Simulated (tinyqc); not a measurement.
Hubbard chain of 4 sites, step by step. One step of it, computed by the program tinyqc.

Question. Mean-field iteration 1. H(up) = T + U n(down), H(down) = T + U n(up); fill the lowest levels; n(new) = n + mixing (n(out) - n); E = tr T (rho up + rho down) + U sum n_up n_down of the output.

one-body matrix (hopping and site energies) (eV), lower triangle:
```
           1          2          3         4
1   0.000000
2  -1.970000   0.000000
3   0.000000  -1.970000   0.000000
4   0.000000   0.000000  -1.970000  0.000000
```

U = 2.800000 eV

electrons, up and down: 2  2

mixing = 1

n(up) at the start (a guess, not normalised): 1 0.550000, 2 0.450000, 3 0.550000, 4 0.450000

n(down) at the start (a guess): 1 0.450000, 2 0.550000, 3 0.450000, 4 0.550000

Give: levels, up; levels, down; energy; n(up) after iteration 1; n(down) after iteration 1.

Answer.

levels, up (eV): -1.791  0.174  2.626  4.591

levels, down (eV): -1.791  0.174  2.626  4.591

energy = -6.006 eV

n(up) after iteration 1: 1 0.547, 2 0.468, 3 0.532, 4 0.453

n(down) after iteration 1: 1 0.453, 2 0.532, 3 0.468, 4 0.547
